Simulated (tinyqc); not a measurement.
Capacitance of parallel on-chip lines from Laplace's equation on a mesh: one step of the calculation.

Cross-section of an endless row of equal lines between two grounded planes; neighbours are driven in antiphase (+1 V and -1 V), so the plane midway between two lines is at 0 V. By symmetry one quarter is solved: x runs from the centre of a line (column 0, mirror) to that midplane (column 4, 0 V), y from the mid-height of the line (row 0, mirror) to the ground plane (row 3, 0 V). The line fills columns 0 to 2 and rows 0 to 1 at 1 V. Cells beside the line (below row 1) have e2, cells above have e1. Each link between nodes has the conductance g = mean permittivity of the two cells beside it (a cell beyond a mirror counts as 0), and the free nodes obey sum g (V_neighbour - V) = 0.

Question. Link conductances. gx[j, i] joins node (row j, column i) to column i + 1, gy[j, i] to row j + 1.

Parameters, values chosen for the exercise:

| symbol | value | unit | meaning |
|---|---|---|---|
| e1 | 2.4 |  | relative permittivity above and below the lines |
| e2 | 1 |  | relative permittivity between the lines |

Find: gx; gy.

Answer.

gx:

|  | col 0 | col 1 | col 2 | col 3 |
|---|---|---|---|---|
| row 0 | 0.50000 | 0.50000 | 0.50000 | 0.50000 |
| row 1 | 1.7000 | 1.7000 | 1.7000 | 1.7000 |
| row 2 | 2.4000 | 2.4000 | 2.4000 | 2.4000 |
| row 3 | 1.2000 | 1.2000 | 1.2000 | 1.2000 |

gy:

|  | col 0 | col 1 | col 2 | col 3 | col 4 |
|---|---|---|---|---|---|
| row 0 | 0.50000 | 1.0000 | 1.0000 | 1.0000 | 0.50000 |
| row 1 | 1.2000 | 2.4000 | 2.4000 | 2.4000 | 1.2000 |
| row 2 | 1.2000 | 2.4000 | 2.4000 | 2.4000 | 1.2000 |

Numbers from tinyqc (`OMP_NUM_THREADS=1 python tinyqc.py 2790183 2790184 out.jsonl`; about 1 s on one thread of a shared Intel Xeon 2.30GHz).
